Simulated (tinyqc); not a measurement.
Resonant-tunnelling diode, transfer matrices and Tsu-Esaki current: resonance against bias.

Emitter (band edge 0), barrier d1, well Lw, barrier d2, collector (edge -V). The bias drops linearly over these layers and none in the contacts; each layer is cut into ns equal slices, flat at the value of their centres. E is the energy of motion across the layers, C = hbar^2/(2 m0), psi and psi'/m are continuous. Transport is coherent, T(E) is taken as independent of the transverse momentum, and charge in the well is ignored.

For the pair (psi, psi'/m) a flat layer has M = [[cos kd, (m/k) sin kd], [-(k/m) sin kd, cos kd]] with k = sqrt(m (E - U)/C) above its edge U, and M = [[cosh Kd, (m/K) sinh Kd], [(K/m) sinh Kd, cosh Kd]] with K = sqrt(m (U - E)/C) below it. Later slices stand to the left. With M acting on (psi, psi'/m) and v = k/m in each lead, T(E) = 4 vL vR/[(vL vR M12 - M21)^2 + (vR M11 + vL M22)^2]. J = J0 times the integral over E > 0 of T(E) N(E), N = ln[(1 + exp((Ef - E)/Vt))/(1 + exp((Ef - V - E)/Vt))], J0 = q^2 mw m0 kB T/(2 pi^2 hbar^3) (times 1e-4 for A/cm^2 per eV). The integral is converged to the digits shown. The resonance is the first maximum of T(E) for E > 0, G its full width at half maximum. For a sharp resonance J = J0 (pi G/2) Tp N(Er), with Er the peak energy, Tp the peak transmission and G the full width at half maximum (in eV).

Parameters, values chosen for the exercise; masses and offsets of a made-up heterostructure: temperature T = 150 K; mass in the well, spacer and contacts mw = 0.26 m0; barrier height U1 = 1 eV; barrier mass m1 = 0.49 m0; emitter barrier d1 = 0.8 nm; well width Lw = 1.4 nm; collector barrier d2 = 0.8 nm; slices in each layer ns = 4; Fermi energy of both contacts above their band edges Ef = 0.19 eV.

Constants: q = 1.602176634e-19 C, kB = 1.380649e-23 J/K, hbar = 1.054571817e-34 J s, m0 = 9.1093837015e-31 kg, Vt = kB T/q, hbar^2/(2 m0) = 0.0380998212 eV nm^2. Results are converted to the units shown.

Result of one run:
```
V (V)	Er (eV)	Tp	G (meV)	J (kA/cm^2)	one-resonance J (kA/cm^2)
0.172	0.1583	0.8936	4.187	788.9	809.5
```

What becomes of these results when the bias of the collector V is changed from 0.172 to 0.049 V, all else the same?

Result of the changed run:
```
V (V)	Er (eV)	Tp	G (meV)	J (kA/cm^2)	one-resonance J (kA/cm^2)
0.049	0.2206	0.9912	4.105	36.41	30.49
```

The whole series:
```
V (V)	Er (eV)	Tp	G (meV)	J (kA/cm^2)	one-resonance J (kA/cm^2)
0.049	0.2206	0.9912	4.105	36.41	30.49
0.11	0.1898	0.9559	4.134	242.2	236.5
0.172	0.1583	0.8936	4.187	788.9	809.5
0.233	0.1272	0.8083	4.260	1392	1432
0.294	0.09582	0.7004	4.350	1849	1896
0.355	0.06427	0.5688	4.450	2055	2103
0.417	0.03201	0.3990	4.543	1850	1893
```

Er falls from 0.221 to 0.0320 eV, by 0.512 eV a volt, against the share 0.500 of the bias at the centre of the well. Tp falls from 0.991 to 0.399: the bias makes equal barriers unequal. The one-resonance current is 16 % below the full integral in the first row and 2.3 % above it in the last. In 1 of the 7 rows the bias alone exceeds 0.4 V, so electrons enter the collector far above its band edge, where real bands are no longer parabolic.

tinyqc, about 0.2 s, one thread, Intel Xeon 2.30GHz (shared host): `OMP_NUM_THREADS=1 python tinyqc.py 2600048 2600049 out.jsonl`
